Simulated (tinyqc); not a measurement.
# Changing the adsorption energy of A, E_A

Model: microkinetic model of a Langmuir-Hinshelwood surface reaction A + (1/2) B2 = AB with Bronsted-Evans-Polanyi barriers. Computed by tinyqc, a small Python program. Command: `OMP_NUM_THREADS=1 python tinyqc.py 3001222 3001223 out.jsonl microkin sweep`. One thread of a shared host (Intel(R) Xeon(R) Processor @ 2.30GHz), about 0.01 s of CPU time with the checks.

A adsorbs in equilibrium; B2 dissociates irreversibly on two free sites; adsorbed A and B react irreversibly and AB leaves at once. theta_A + theta_B + theta_* = 1.

Inputs (values chosen for the exercise, for a model catalyst):
```
quantity,value,unit
"adsorption energy per B atom, E_B",-1.09,eV
"entropy loss of A, S_A",1.2,meV/K
"entropy loss of B2, S_B",1.5,meV/K
slope a1 of the dissociation barrier,0.66,-
intercept b1,1.3,eV
slope a2 of the reaction barrier,0.44,-
intercept b2,0.36,eV
pressure p_A,0.22,bar
pressure p_B,0.21,bar
temperature T,500,K
```

Constants: k_B = 8.617333262e-05 eV/K; hbar = 6.582119569e-16 eV s.

Method. K_A = exp(-(E_A + T S_A)/(k_B T)) per bar; barriers E1 = max(b1 + a1 2 E_B, 0), E2 = b2 - a2 (E_A + E_B); k1 = (k_B T/h) exp(-S_B/k_B) exp(-E1/(k_B T)) per bar, k2 = (k_B T/h) exp(-E2/(k_B T)), h = 2 pi hbar. theta_A = K_A p_A theta_*; 2 k1 p_B theta_*^2 = k2 theta_A theta_B, so theta_B = w theta_* with w = 2 k1 p_B/(k2 K_A p_A); theta_* = 1/(1 + K_A p_A + w); rate r = k2 theta_A theta_B.

One run for each value:
```
"adsorption energy of A, E_A (eV)",rate r (1/s per site),theta_A,theta_B,theta_*
-1.2,2.0001e-06,9.9998e-01,1.1697e-05,4.0723e-06
-1.0,2.0819e-02,9.8353e-01,1.6058e-02,4.1547e-04
-0.8,4.0774e-01,4.1960e-02,9.5620e-01,1.8387e-03
-0.6,2.4621e-03,3.1433e-05,9.9983e-01,1.4288e-04
-0.4,1.3603e-05,2.2524e-08,9.9999e-01,1.0620e-05
```

Over the rows, rate r (1/s per site) goes from 2.00e-6 through a maximum among these rows, 0.408 at -0.800, to 1.36e-5; theta_A falls from 1.000 to 2.25e-8; theta_B rises from 1.17e-5 to 1.000. Strongly bound A blocks the pairs of sites that B2 needs; weakly bound A leaves B without a partner, and B fills the surface. Left out: -2.00, -1.80, -1.60, -1.40 (the rate is out of a useful range).

Caution (all rows): the linear relation gives a negative E1, which is set to zero: dissociation is not activated.

Extremes, crossings and ranges named in words are read from the listed rows.
